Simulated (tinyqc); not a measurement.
Conductance of a narrow metal strip with scatterers (square lattice, Green functions), step by step. Values are carried at full precision from step to step, so a last printed digit may differ when a step is redone from the rounded ones.

A strip of W sites across with hard walls, site energy 0 and hopping -t. Mode n = 1 to W has profile chi_n(j) = sqrt(2/(W + 1)) sin(n j pi/(W + 1)) and energy en = -2t cos(n pi/(W + 1)); E = en - 2t cos(kn a). With z_n = exp(i kn a) (Im k > 0 for closed modes, |z| < 1) each lead gives the self-energy -t z_n in mode n. One column carries the site energies v, here a uniform barrier across the strip, as of a grain boundary. In the mode basis V_nm = sum_j chi_n(j) v_j chi_m(j), G = (E - en + 2 t z_n - V)^-1, and t_nm = 2t sqrt(sin(kn a) sin(km a)) G_nm in size for open modes. T = sum |t_nm|^2, conductance (2e^2/h) T.

Constants: e^2/h = 3.874045865e-05 S.

Values chosen for the exercise (hopping and spacing of the size met in Cu or Al; the lattice is a model; not measured data):
```
symbol  value            unit      meaning
t       1.73             eV        hopping
a       2.7              angstrom  spacing
W       3                          sites across
E       -2.4             eV        Fermi energy
v       (1.8, 1.8, 1.8)  eV        site energies in the scattering column
```

## Modes at the Fermi energy

For each n: en, cos(kn a) = (en - E)/(2t), z_n and the velocity 2 t a sin(kn a) (zero if closed).

Modes:
```
n  en (eV)  cos(k a)                  z  dE/dk (eV angstrom)
1  -2.4466  -0.01347  -0.01347+0.99991i               9.3412
2   0.0000   0.69364   0.69364+0.72032i               6.7292
3   2.4466   1.40075            0.41988               0.0000
```

2 of 3 modes are open, so the clean strip has a resistance of 6453 ohm, whatever its length.

## The scatterer in the mode basis

Form V_nm.

V (eV), rows n=1, n=2, n=3 and columns alike:
```
[[1.8000, 0, 0],
 [0, 1.8000, 0],
 [0, 0, 1.8000]]
```

A uniform column does not mix the modes.

## Green function and transmission

E - en + 2 t z_n = 2t (z_n - cos(kn a)). Invert, form |t_nm|^2 = (2t)^2 Im(z_n) Im(z_m) |G_nm|^2 and sum. The added resistance is 1/(2 (e^2/h) T) less the same for the clean strip.

G (1/eV), rows n=1, n=2, n=3 and columns alike:
```
[[-0.1183-0.2275i, 0.0000, 0.0000],
 [0.0000, -0.1904-0.2637i, 0.0000],
 [0.0000, 0.0000, -0.1925]]
```

|t_nm|^2, rows n=1, n=2, n=3 and columns alike:
```
[[0.7870, 0, 0],
 [0, 0.6572, 0],
 [0, 0, 0]]
```

T = 1.4442
added resistance = 2484 ohm

Mode 2 passes least (0.657) and mode 1 most (0.787); 0.0 % of the transmitted flux changes mode.

## Checks

- Transmitted plus reflected flux against the number of open modes: both 2.00000.

tinyqc: `OMP_NUM_THREADS=1 python tinyqc.py 1480326 1480327 out.jsonl`; about 0.01 s, one thread, shared Intel(R) Xeon(R) Processor @ 2.30GHz.
